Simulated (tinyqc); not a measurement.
Worked calculation: one anharmonic mode: perturbation theory, self-consistent phonons and exact levels. Computed by tinyqc, a small Python program that keeps every step. Command: `OMP_NUM_THREADS=1 python tinyqc.py 3018932 3018933 out.jsonl scp walk`. One thread of a shared host (Intel(R) Xeon(R) Processor @ 2.30GHz), about 0.04 s of CPU time with the checks. Intermediate numbers are printed to about 6 digits and carried at full precision; extremes and crossings named in words are read from the listed rows.

V(x) = k x^2/2 + b x^4 for one coordinate x of mass M. A constant K > 0 gives hbar Omega = sqrt((hbar^2/u) K/M) with K in eV/angstrom^2 and M in u.

Inputs (values chosen for the exercise, for a model mode):

| quantity | value | unit |
|---|---|---|
| mode mass M | 110 | u |
| harmonic constant k | -5.26 | eV/angstrom^2 |
| quartic constant b | 875 | eV/angstrom^4 |
| temperature T | 38 | K |
| mixing | 0.15 | - |
| basis size N of the small matrix | 4 | - |

Shape: double well.

Constants: hbar^2/u = 4.18015928e-03 eV angstrom^2; k_B = 8.617333262e-05 eV/K.

## Shape of the double well

Minima at x_0 = sqrt(-k/(4 b)), depth k^2/(16 b), curvature -2k there.

x_0 = 0.0387667 angstrom

well depth = 1.97626 meV

harmonic quantum in a well = 19.9944 meV

depth / zero-point energy of a well = 0.197681

The zero-point energy exceeds the depth, so the ground state spreads over the barrier.

## Self-consistent cycle

Self-consistent phonon, centred at x = 0: K = k + 12 b <x^2>, <x^2> = (hbar Omega/(2K)) coth(hbar Omega/(2 k_B T)). Start at K = |k|; K(new) = K + mixing x (K_out - K), but at least K/20; stop when |K_out - K| < 1e-9 |k| or after 90 steps.

Iterations:

| step | K (eV/angstrom^2) | hbar Omega (meV) | K_out | K_out - K |
|---|---|---|---|---|
| 0 | 5.26000 | 14.1382 | 9.23265 | 3.97265e+00 |
| 1 | 5.85590 | 14.9175 | 8.39812 | 2.54222e+00 |
| 2 | 6.23723 | 15.3956 | 7.93628 | 1.69905e+00 |
| 3 | 6.49209 | 15.7070 | 7.65338 | 1.16129e+00 |
| 4 | 6.66628 | 15.9163 | 7.47052 | 8.04234e-01 |
| 5 | 6.78692 | 16.0597 | 7.34850 | 5.61580e-01 |
| 6 | 6.87115 | 16.1590 | 7.26542 | 3.94265e-01 |
| 7 | 6.93029 | 16.2284 | 7.20810 | 2.77807e-01 |
| 8 | 6.97196 | 16.2771 | 7.16820 | 1.96234e-01 |
| ... | ... | ... | ... | ... |
| 51 | 7.07304 | 16.3947 | 7.07304 | 7.99740e-08 |
| 52 | 7.07304 | 16.3947 | 7.07304 | 5.68183e-08 |
| 53 | 7.07304 | 16.3947 | 7.07304 | 4.03671e-08 |
| 54 | 7.07304 | 16.3947 | 7.07304 | 2.86792e-08 |
| 55 | 7.07304 | 16.3947 | 7.07304 | 2.03754e-08 |
| 56 | 7.07304 | 16.3947 | 7.07304 | 1.44759e-08 |
| 57 | 7.07304 | 16.3947 | 7.07304 | 1.02845e-08 |
| 58 | 7.07304 | 16.3947 | 7.07304 | 7.30676e-09 |
| 59 | 7.07304 | 16.3947 | 7.07304 | 5.19115e-09 |

converged (1 yes, 0 no) = 1

self-consistent K = 7.07304 eV/angstrom^2

Converged at step 59.

## Self-consistent results

Its free energy is F = k_B T ln[2 sinh(hbar Omega/(2 k_B T))] + (k - K)<x^2>/2 + 3 b <x^2>^2, an upper bound to the exact one.

self-consistent quantum = 16.3947 meV

self-consistent <x^2> = 0.00117458 angstrom^2

self-consistent free energy = 4.55383 meV

## Hamiltonian in a small basis

Basis: oscillator states n of the constant |k|, with x = s (a + a+), s^2 = hbar Omega/(2|k|); H = hbar Omega (n + 1/2) + (k - |k|) x^2/2 + b x^4, with exact matrix elements of x^2 and x^4.

H (meV):
```
       1       2       3        4
1  4.741   0.000   3.413    0.000
2  0.000  23.706   0.000   21.396
3  3.413   0.000  61.635    0.000
4  0.000  21.396   0.000  118.529
```

## Levels in the small basis

Diagonalise H.

levels (meV): 4.537  19.102  61.839  123.133

## Exact levels and averages

Exact values use 120 basis states: F = -k_B T ln sum exp(-E_n/(k_B T)), and <x^2> is the Boltzmann mean.

lowest exact levels (meV): 4.239  18.756  41.272  67.495  96.861  128.823

E_1 - E_0 = 14.5170 meV

exact free energy = 4.20047 meV

exact <x^2> = 0.00130175 angstrom^2

The self-consistent free energy lies 0.353 meV above the exact one, and its <x^2> is -9.8 % off. The small basis misses E_0 by 0.298 meV.

## Three descriptions against temperature

The classical <x^2> is int x^2 exp(-V/(k_B T)) dx / int exp(-V/(k_B T)) dx (2001 points over six exact widths each way).

Results:

| T (K) | hbar Omega, self-consistent (meV) | <x^2>, self-consistent | <x^2>, exact | F, self-consistent (meV) | F, exact (meV) | <x^2>, classical |
|---|---|---|---|---|---|---|
| 8.2 | 16.2926 | 0.00116622 | 0.00128248 | 4.57617 | 4.23917 | 0.00132592 |
| 20 | 16.2938 | 0.00116631 | 0.00128284 | 4.57603 | 4.23879 | 0.00124831 |
| 41 | 16.4381 | 0.00117815 | 0.00130904 | 4.54161 | 4.18151 | 0.00131931 |
| 74 | 17.3181 | 0.00125260 | 0.00144157 | 4.10400 | 3.59846 | 0.00148172 |
| 130 | 19.1988 | 0.00142471 | 0.00170282 | 2.04554 | 1.17889 | 0.00173283 |
| 230 | 21.9953 | 0.00171342 | 0.00208706 | -4.63556 | -6.13502 | 0.00209992 |
| 390 | 25.2420 | 0.00209778 | 0.00256137 | -20.3855 | -22.7911 | 0.00256482 |
| 660 | 29.0519 | 0.00261619 | 0.00318013 | -55.5557 | -59.3550 | 0.00317966 |

The self-consistent quantum hardens from 16.29 to 29.05 meV, since a wider spread samples the steep quartic walls, and it is real at all T although k is negative. Its <x^2> misses by -9.1 % at the lowest T and -17.7 % at the highest; the excess in F runs from 0.337 to 3.799 meV. The classical value is 1.03 of the exact one at the lowest T and 1.000 at the highest.

Checks made by the program: dF/dK = 0 at the solution (relative difference below 1e-10).
